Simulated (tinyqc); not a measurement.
# Worked calculation: energy and delay of logic against supply voltage

Computed by the program tinyqc: `OMP_NUM_THREADS=1 python tinyqc.py 2082011 2082012 out.jsonl`, one thread of a shared Intel Xeon 2.30GHz, about 0.01 s for the whole run. Printed values are rounded.

One expression serves below and above threshold: I(Vg) = Ik [ln(1 + exp((Vg - VT + dd V)/(al nf Vt)))]^al, with I_on = I(V) and I_off = I(0). Gate delay td = kd C V/I_on, clock period LD td. Per gate and cycle the switching energy is act C V^2 and the leakage energy I_off V LD td. No short-circuit current, no variation. Minima are sought above 0.09 V; below a few Vt gates no longer switch and the model has no meaning.

Parameters, values chosen for the exercise; values of the order met in logic technologies:
- T = 358 K (temperature)
- VT = 0.38 V (threshold voltage at zero drain bias)
- nf = 1.11 (slope factor)
- dd = 0.04 (barrier lowering per volt of supply)
- Ik = 1.2 uA (specific current of a gate)
- al = 1.68 (exponent of the current law)
- C = 1.5 fF (load capacitance of a gate)
- kd = 0.9 (delay factor)
- LD = 60 (logic depth)
- act = 0.2 (activity factor)
- V = 1.02 V (supply voltage)

Constants: q = 1.602176634e-19 C, kB = 1.380649e-23 J/K, Vt = kB T/q. Results are converted to the units shown.

## Currents, delay and energies

I_on, I_off, td, clock frequency 1/(LD td), both energies and their sum.

I_on = 76.21534 uA
I_off = 0.05974062 nA
td = 18.06723 ps
clock frequency = 0.9224805 GHz
switching energy = 312.1200 aJ
leakage energy = 0.06605607 aJ
energy = 312.1861 aJ

I_on/I_off = 1.28e6; leakage makes up 0.0212 % of the energy.

## Starting value

V = 0.29 V.

V at the start = 0.29 V

## Iteration 1: new V

Minimum-energy supply: E(V) is the energy per gate and cycle; with h = 0.001 V, E' = (E(V + h) - E(V - h))/(2 h), E'' = (E(V - h) - 2 E(V) + E(V + h))/h^2, V(new) = V - E'/E''.

E' = 140.8556 aJ/V
E'' = 1275.124 aJ/V^2
V after iteration 1 = 0.1795357 V

## Iteration 2: new V

As before.

E' = -141.2006 aJ/V
E'' = 4216.416 aJ/V^2
V after iteration 2 = 0.2130240 V

## Iteration 3: new V

As before.

E' = -17.43760 aJ/V
E'' = 3127.131 aJ/V^2
V after iteration 3 = 0.2186003 V

## Course of the iteration

Stop when the step is below 1e-9 V, or after 40 iterations.

Course of the iteration:

| iteration | V before the step (V) | step (V) |
|---|---|---|
| 1 | 0.29 | -0.110 |
| 2 | 0.1795357 | 0.0335 |
| 3 | 0.2130240 | 5.58e-3 |
| 4 | 0.2186003 | 1.80e-4 |
| 5 | 0.2187807 | 1.85e-7 |
| 6 | 0.2187809 | -8.39e-13 |

Converged in 6 iterations. There leakage makes up 32.4 % of the energy and the clock runs at 0.745 MHz.
